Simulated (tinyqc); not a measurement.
Esaki diode in forward bias, two-band WKB: two steps of the calculation.

Abrupt p-n junction, depletion approximation. Energies E are counted from the conduction-band edge of the neutral n side; its Fermi level lies at dn, that of the p side at dn - V, and the valence-band edge of the neutral p side at Em = dn + dp - V. Tunnelling needs 0 < E < Em. Two-band dispersion with equal masses m: inside the gap kappa = sqrt(m u (1 - u/Eg)/C), u the distance from a band edge, C = hbar^2/(2 m0).

Values chosen for this exercise; band and dielectric values close to those of In0.53Ga0.47As: temperature T = 300 K; band gap Eg = 0.745 eV; conduction-band density of states at 300 K Nc = 2.07e17 cm^-3; valence-band density of states at 300 K Nv = 7.64e18 cm^-3; band-edge mass of the two-band model m = 0.044 m0; acceptor density Na = 7.6e19 cm^-3; donor density Nd = 1.7e19 cm^-3; bias of the p side V = 0.42 V; points of the energy grid nE = 9.

Constants: q = 1.602176634e-19 C, kB = 1.380649e-23 J/K, hbar = 1.054571817e-34 J s, h = 6.62607015e-34 J s, m0 = 9.1093837015e-31 kg, Vt = kB T/q, hbar^2/(2 m0) = 0.0380998212 eV nm^2. Results are converted to the units shown.

Task 1. Fermi levels and built-in voltage. Nd = Nc F12(dn/Vt), Na = Nv F12(dp/Vt), F12(x) = (2/sqrt(pi)) int_0^infinity sqrt(u)/(1 + exp(u - x)) du; dn = EF - Ec on the n side, dp = Ev - EF on the p side (negative outside the bands); Vbi = Eg + dn + dp.

Wanted: dn; dp; Vbi.

Result 1.

dn = 0.5896 eV
dp = 0.1405 eV
Vbi = 1.475 V

Boltzmann statistics would give dn = 0.114 eV and dp = 0.0594 eV. At zero bias the bands of the two sides overlap by dn + dp.

Task 2. Current density on a coarse grid. J = KJ exp(-S) Eb times the integral from 0 to Em of [f(E - dn) - f(E - dn + V)] [1 - exp(-min(E, Em - E)/Eb)] dE, f(x) = 1/(1 + exp(x/Vt)), with S and Eb from the mean field; J > 0 flows from p to n. KJ = (2 q^2/h) m/(4 pi C) (times 1e14 for A/cm^2 per eV^2). Simpson's rule on nE equally spaced points from 0 to Em.

dn = 0.58959018 eV
dp = 0.14053240 eV
S = 5.5363256
Eb = 33.641446 meV

Wanted: E; difference of the f; transverse factor; integral; KJ; J.

Result 2.

| point | E (eV) | difference of the f | transverse factor |
|---|---|---|---|
| 0 | 0.0000 | 0.0014 | 0.0000 |
| 1 | 0.0388 | 0.0063 | 0.6841 |
| 2 | 0.0775 | 0.0276 | 0.9002 |
| 3 | 0.1163 | 0.1129 | 0.9685 |
| 4 | 0.1551 | 0.3631 | 0.9900 |
| 5 | 0.1938 | 0.7186 | 0.9685 |
| 6 | 0.2326 | 0.9196 | 0.9002 |
| 7 | 0.2714 | 0.9809 | 0.6841 |
| 8 | 0.3101 | 0.9956 | 0.0000 |

integral = 0.1079 eV
KJ = 7.121e8 A/(cm^2 eV^2)
J = 1.018e4 A/cm^2

Range of the model: Parabolic densities of states, no band tails and no gap narrowing, all of which matter at such doping.

Computed by the program tinyqc: `OMP_NUM_THREADS=1 python tinyqc.py 2620007 2620008 out.jsonl`, one thread of a shared Intel Xeon 2.30GHz, about 0.01 s for the whole run.
